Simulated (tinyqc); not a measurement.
Metal-interlayer-semiconductor contact, depinning against tunnelling resistance: contact resistivity against the interlayer thickness.

Zero bias, n-type semiconductor. Gap states at the semiconductor surface thin out as exp(-be ti), which unpins the barrier; electrons must then cross the interlayer (a rectangular barrier, no voltage drop across it) and the parabolic depleted layer, both by WKB. Energies E are counted from the Fermi level; no image force, parabolic bands.

S = 1/(1 + (1/S0 - 1) exp(-be ti)); phiB = S (phiM - chi) + (1 - S)(Eg - E0); xi = Ec - EF deep inside, from Nd = Nc F(-xi/Vt), F(x) = (2/sqrt(pi)) int_0^infinity sqrt(u) du/(1 + exp(u - x)); band bending U = phiB - xi; E00 = (hbar/2) sqrt(Nd/(eps0 eps_r mt m0)) in volts; A = 4 pi q mA m0 kB^2/h^3. With U = phiB - xi: for xi < E < phiB, y = (E - xi)/U and G1 = (U/E00) [sqrt(1 - y) - y ln((1 + sqrt(1 - y))/sqrt(y))], G1 = 0 above phiB; G2 = 2 ti sqrt(mi max(phiB + dE - E, 0)/C), C = hbar^2/(2 m0); f = 1/(1 + exp(E/Vt)); 1/rho_c = (A T^2/Vt^2) times the integral of exp(-G1 - G2) f over E from xi upwards. Shares under 0.001 % are printed as 0; rows without band bending are left out.

Parameters, values chosen for the exercise; semiconductor values close to those of germanium; interlayer mass of the order of that in titanium dioxide, offset chosen freely: temperature T = 300 K; band gap Eg = 0.663 eV; relative permittivity eps_r = 16.1; electron affinity chi = 3.95 eV; conduction-band density of states at T Nc = 1.04e19 cm^-3; tunnelling mass in the semiconductor mt = 0.123 m0; Richardson mass mA = 1.11 m0; donor density Nd = 8.9e18 cm^-3; charge-neutrality level above the valence band E0 = 0.089 eV; pinning factor without interlayer S0 = 0.05; metal work function phiM = 4.49 eV; conduction-band offset of the interlayer above the semiconductor dE = 0.18 eV; tunnelling mass in the interlayer mi = 0.29 m0; decay constant of gap states through the interlayer be = 1.9 1/nm.

Constants: q = 1.602176634e-19 C, kB = 1.380649e-23 J/K, eps0 = 8.8541878128e-12 F/m, hbar = 1.054571817e-34 J s, h = 6.62607015e-34 J s, m0 = 9.1093837015e-31 kg, Vt = kB T/q, hbar^2/(2 m0) = 0.0380998212 eV nm^2. Results are converted to the units shown.

The same in every row: E00/Vt = 1.52.

Contact resistivity against the interlayer thickness:

| ti (nm) | S | phiB (eV) | rho_c (ohm cm^2) | rho_c with G2 = 0 (ohm cm^2) | peak of the integrand (eV) | share above phiB (%) |
|---|---|---|---|---|---|---|
| 0 | 0.0500 | 0.572 | 1.55e-4 | 1.55e-4 | 0.102 | 0.00175 |
| 0.3 | 0.0851 | 0.571 | 5.48e-4 | 1.51e-4 | 0.108 | 0.00340 |
| 0.6 | 0.141 | 0.569 | 0.00189 | 1.45e-4 | 0.115 | 0.00665 |
| 0.9 | 0.225 | 0.566 | 0.00627 | 1.36e-4 | 0.123 | 0.0131 |
| 1.2 | 0.340 | 0.562 | 0.0200 | 1.25e-4 | 0.131 | 0.0260 |
| 1.5 | 0.476 | 0.558 | 0.0615 | 1.13e-4 | 0.140 | 0.0519 |
| 1.8 | 0.617 | 0.553 | 0.185 | 1.01e-4 | 0.149 | 0.103 |
| 2.1 | 0.740 | 0.549 | 0.552 | 9.25e-5 | 0.160 | 0.206 |
| 2.4 | 0.834 | 0.546 | 1.66 | 8.62e-5 | 0.172 | 0.412 |

As ti goes from 0 to 2.4, phiB falls from 0.572 to 0.546 eV and rho_c rises from 1.55e-4 to 1.66 ohm cm^2. No thickness listed beats the bare contact: tunnelling through the layer costs more than the change of the barrier gains. The ratio of rho_c to its value with G2 = 0 runs from 1.00 to 19200.

Computed by the program tinyqc: `OMP_NUM_THREADS=1 python tinyqc.py 2270144 2270145 out.jsonl`, one thread of a shared Intel Xeon 2.30GHz, about 0.04 s for the whole run.
